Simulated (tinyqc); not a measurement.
Projection against the Weibull slope.

Defects are spread at random, so -ln(1 - F) is proportional to the area: t63(A2) = t63 (A1/A2)^(1/beta), and the time to the share Fp is t63(A2) (-ln(1 - Fp))^(1/beta).

Parameters, values chosen for the exercise:
```
symbol  value  unit                                  meaning
A1        9.6  um^2                 area of a test capacitor
A2      9.2e6  um^2                 gate area of the product
Fp       1e-5               allowed share of failed products
t63       230     s  characteristic time of a test capacitor
```

Projection against the Weibull slope:
```
beta  t63 of the product (s)  time to Fp (s)  decades lost to area  decades lost to the percentile
0.6                2.4691e-8      1.1461e-16                9.9692                          8.3333
0.9                5.1952e-5      1.4456e-10                6.6461                          5.5556
1.2                0.0023830       1.6236e-7                4.9846                          4.1667
1.5                 0.023662       1.0983e-5                3.9877                          3.3333
1.8                  0.10931       1.8234e-4                3.3231                          2.7778
2.1                  0.32613       0.0013565                2.8483                          2.3810
2.4                  0.74034       0.0061108                2.4923                          2.0833
2.7                   1.4007        0.019702                2.2154                          1.8519
3                     2.3329        0.050260                1.9938                          1.6667
```

Both losses go as 1/beta: together 18.3 decades at beta = 0.6 and 3.66 at 3. For small Fp only the ratio Fp/A2 counts, so ten times the area costs as much as a tenth of Fp.

Computed by the program tinyqc: `OMP_NUM_THREADS=1 python tinyqc.py 2070067 2070068 out.jsonl`, one thread of a shared Intel Xeon 2.30GHz, about 0.01 s for the whole run.
